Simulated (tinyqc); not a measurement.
Absorption edge of a degenerate semiconductor, band filling against gap narrowing: two steps of the calculation.

n-type, parabolic bands, full ionisation. eta = (EF - Ec)/kB T solves N = Nc F12(eta), F12(x) = (2/sqrt(pi)) int_0^infinity sqrt(u)/(1 + exp(u - x)) du. The gap shrinks rigidly by dEg = a3 y^(1/3) + a4 y^(1/4) + a2 y^(1/2), y = N/1e18 cm^-3, an empirical law that is here taken as the true narrowing.

Values chosen for this exercise; band and dielectric values close to those of indium phosphide: temperature T = 400 K; band gap Eg = 1.34 eV; conduction-band density of states at 400 K, from me Nc = 8.55e17 cm^-3; electron mass me = 0.0788 m0; hole mass mh = 0.601 m0; ionised donor density N = 6.5e18 cm^-3; coefficient of (N/1e18)^(1/3) a3 = 11 meV; coefficient of (N/1e18)^(1/4) a4 = 4.9 meV; coefficient of (N/1e18)^(1/2) a2 = 1.4 meV.

Constants: q = 1.602176634e-19 C, kB = 1.380649e-23 J/K, h = 6.62607015e-34 J s, c = 299792458 m/s, Vt = kB T/q. Results are converted to the units shown.

Problem 1. Fermi level. Newton step on ln F12(eta) = ln(N/Nc): eta(new) = eta - ln(Nc F12/N) F12/Fm, Fm(x) = dF12/dx = (1/sqrt(pi)) int_0^infinity u^(-1/2)/(1 + exp(u - x)) du.

eta at the start (Boltzmann value) = 2.0285

Give: F12; Fm; eta after iteration 1.

Solution 1.

F12 = 2.866
Fm = 1.476
eta after iteration 1 = 3.922

Problem 2. The optical edge. Vertical transitions need an empty final state: the edge is taken where the state lies 4 kB T below EF, E_opt = Eg - dEg + (1 + me/mh) max(eta - 4, 0) kB T; wavelength h c/(q E_opt).

converged eta = 4.4829780

Give: dEg; EF - Ec; filling shift; E_opt; wavelength.

Solution 2.

dEg = 31.92 meV
EF - Ec = 154.5 meV
filling shift = 18.83 meV
E_opt = 1.327 eV
wavelength = 934.4 nm

The edge lies 13.1 meV below the undoped gap: narrowing outweighs filling.

Range of the model: Band tails, non-parabolic bands and incomplete ionisation are left out.

Computed by the program tinyqc: `OMP_NUM_THREADS=1 python tinyqc.py 2330064 2330065 out.jsonl`, one thread of a shared Intel Xeon 2.30GHz, about 0.01 s for the whole run.
